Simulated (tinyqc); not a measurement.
What moves the results: round or elliptic silicon nanowire with anisotropic valleys (Ritz method). A value that a table varies takes the place of the one given here.

Wire along x = [110] on a (001) wafer, y = [-110], z = [001]. Valley groups (w = inverse masses): A, two valleys along z: w_y = 1/mt, w_z = 1/ml, m_x = mt; B, four valleys in the wafer plane: w_y = (1/ml + 1/mt)/2, w_z = 1/mt, m_x = (ml + mt)/2.

Hard wall on the ellipse (y/a)^2 + (z/b)^2 = 1, c = hbar^2/2m0. With u = y/a, v = z/b the operator is -c [(w_y/a^2) d2/du2 + (w_z/b^2) d2/dv2] on the unit disc. Basis (1 - u^2 - v^2) u^i v^j; S, X and Y are the disc integrals of f f', (df/du)(df'/du) and (df/dv)(df'/dv), from the integral of u^p v^q = 2 Gamma((p+1)/2) Gamma((q+1)/2)/((p + q + 2) Gamma((p+q+2)/2)) for even p, q; H = c (w_y X/a^2 + w_z Y/b^2).

Converged values use 21 functions of each parity class (e or o in u, then in v).

Constants: hbar^2/2m0 = 3.80998211 eV angstrom^2.

Inputs chosen for the exercise (near those of a Si nanowire; not measured data): ml = 0.927 m0 (longitudinal mass); mt = 0.187 m0 (transverse mass); a = 40 angstrom (semi-axis along y); b = 40 angstrom (semi-axis along z); asp = (0.4, 0.6, 0.8, 1, 1.3, 1.8, 2.5) (ratios a/b); area = 50.3 nm^2 (cross-section, kept fixed); hw = 1 (height over mean width).

## Size of the basis

Lowest level of each group with 1, 3, 6 and 21 even functions.

Levels (meV):
```
functions      A      B
1          45.91  61.16
3          43.51  58.85
6          43.47  58.84
21         43.47  58.84
```

What does this show?

One function errs by 5.6 % for A and 3.9 % for B, six by 0.00027 and 1.7e-05 meV. The error grows with the axis ratio of the stretched ellipse (2.23, 1.29); for a circle it is 6/5.783 - 1 = 3.7 %.

## Flattening the wire at fixed area

a = sqrt(area x ratio/pi), b = a/ratio, 1 nm^2 = 100 angstrom^2; lowest level of each group.

Levels (eV):
```
a/b  a (angstrom)  b (angstrom)       A       B
0.4          25.3          63.3  0.0884  0.0691
0.6          31.0          51.7  0.0628  0.0588
0.8          35.8          44.7  0.0505  0.0571
1.0          40.0          40.0  0.0434  0.0588
1.3          45.6          35.1  0.0377  0.0644
1.8          53.7          29.8  0.0338  0.0770
2.5          63.3          25.3  0.0333  0.0971
```

How do the results move?

Each group is lowest where its stretched ellipse is a circle, at a/b = sqrt(w_y/w_z): 2.23 for A and 0.78 for B. The lowest group is B in the first row and A in the last, crossing between a/b = 0.6 and 0.8; B - A is -19 meV in the first row and +64 meV in the last.

## Shape of the cross-section

Equal area, hard walls, lowest level of -c (w_y d2/dy2 + w_z d2/dz2), c = hbar^2/2m0. Rectangle W x H with H/W = hw; ellipse with b/a = hw; trapezoid of height H, base W/0.8 and top 0.6 of the base; isosceles triangle of height H and base 2W. Ellipse, trapezoid and triangle by converged Ritz bases; 1 nm^2 = 100 angstrom^2.

Levels:
```
shape      A (eV)  B (eV)  B - A (meV)
rectangle  0.0480  0.0640         16.0
ellipse    0.0434  0.0588         15.4
trapezoid  0.0472  0.0653         18.1
triangle   0.0421  0.0847         42.6
```

W = 70.9 angstrom
H = 70.9 angstrom

What can be read from the table?

For group A the order is triangle, ellipse, trapezoid, rectangle, spanning 14 %. For group B the order is ellipse, rectangle, trapezoid, triangle, spanning 44 %. The ellipse lies below the rectangle for both groups, since corners hold little of the wave function. The triangle is lowest for A, whose light mass lies across the width and gains from the wide base. The spacing B - A of the valley groups runs from 15 to 43 meV.

## What each parameter does

Lowest level of groups A and B. Each row changes one parameter from the base and keeps the others.

Results:
```
case             A (eV)  B (eV)  B - A (meV)
base             0.0435  0.0588         15.4
a = 38 angstrom  0.0473  0.0613         14.0
b = 43 angstrom  0.0423  0.0539         11.6
ml = 1.038 m0    0.0426  0.0584         15.9
mt = 0.168 m0    0.0474  0.0651         17.6
```

What can be read from the table?

The largest shifts from the base row, up to three for each result and ties (the steps differ in size, so this ranks the rows, not the parameters). A (eV): mt +0.0040, a +0.0038, b -0.0011. B (eV): mt +0.0062, b -0.0049, a +0.0024. B - A (meV): b -3.8, mt +2.3, a -1.4.

Run: tinyqc, `OMP_NUM_THREADS=1 python tinyqc.py 1251403 1251404 out.jsonl`; Intel(R) Xeon(R) Processor @ 2.30GHz, one thread, shared host; about 0.02 s of CPU time with all checks.
